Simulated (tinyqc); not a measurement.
Worked calculation: Pariser-Parr-Pople SCF with singles CI, for the molecule C=CC=CC=CC=C (SMILES; centres numbered as the heavy atoms are written). One step of it, computed by the program tinyqc.

Task: Singles CI, triplets. Over the 9 single excitations with the smallest orbital gaps: A = (e_a - e_i) delta - (ij|ab), with (pq|rs) = sum c_mp c_mq gamma_mn c_nr c_ns.

orbital energies (eV): -12.984168  -11.996347  -10.418931  -8.398453  -2.791547  -0.771069  0.806347  1.794168

coefficients:
```
,MO1,MO2,MO3,MO4,MO5,MO6,MO7,MO8
1C,0.174051,0.326944,0.433038,-0.418680,-0.418680,0.433038,-0.326944,-0.174051
2C,0.300918,0.460150,0.404653,-0.184299,0.184299,-0.404653,0.460150,0.300918
3C,0.408242,0.390828,-0.051292,0.421855,0.421855,-0.051292,-0.390828,-0.408242
4C,0.460970,0.169186,-0.382234,0.335827,-0.335827,0.382234,0.169186,0.460970
5C,0.460970,-0.169186,-0.382234,-0.335827,-0.335827,-0.382234,0.169186,-0.460970
6C,0.408242,-0.390828,-0.051292,-0.421855,0.421855,0.051292,-0.390828,0.408242
7C,0.300918,-0.460150,0.404653,0.184299,0.184299,0.404653,0.460150,-0.300918
8C,0.174051,-0.326944,0.433038,0.418680,-0.418680,-0.433038,-0.326944,0.174051
```

repulsion gamma_rs (eV), lower triangle:
```
,1C,2C,3C,4C,5C,6C,7C,8C
1C,11.130000
2C,5.345504,11.130000
3C,3.872202,5.346849,11.130000
4C,2.880878,3.872231,5.344561,11.130000
5C,2.343816,2.881414,3.872202,5.345808,11.130000
6C,1.946733,2.343827,2.880878,3.872202,5.344561,11.130000
7C,1.680513,1.946998,2.343827,2.881414,3.872231,5.346849,11.130000
8C,1.467807,1.680513,1.946733,2.343816,2.880878,3.872202,5.345504,11.130000
```

Give: triplet CI matrix; triplet excitation energies.

Result:

triplet CI matrix (eV), lower triangle:
```
,4>5,4>6,3>5,4>7,2>5,3>6,4>8,1>5,2>6
4>5,1.1600
4>6,0.0000,3.4716
3>5,0.0000,-1.2878,3.4716
4>7,0.3548,0.0000,0.0000,4.9860
2>5,-0.3548,0.0000,0.0000,0.9518,4.9860
3>6,-1.2878,0.0000,0.0000,-1.0188,1.0188,5.2363
4>8,0.0000,-0.2973,-0.1345,0.0000,0.0000,0.0000,5.6785
1>5,0.0000,0.1345,0.2973,0.0000,0.0000,0.0000,0.8723,5.6785
2>6,0.0000,0.1878,1.0188,0.0000,0.0000,0.0000,-0.7320,1.1176,7.0174
```

triplet excitation energies (eV): 0.7848  2.0173  3.1088  4.0936  4.7644  5.9378  6.5133  6.5369  7.9291
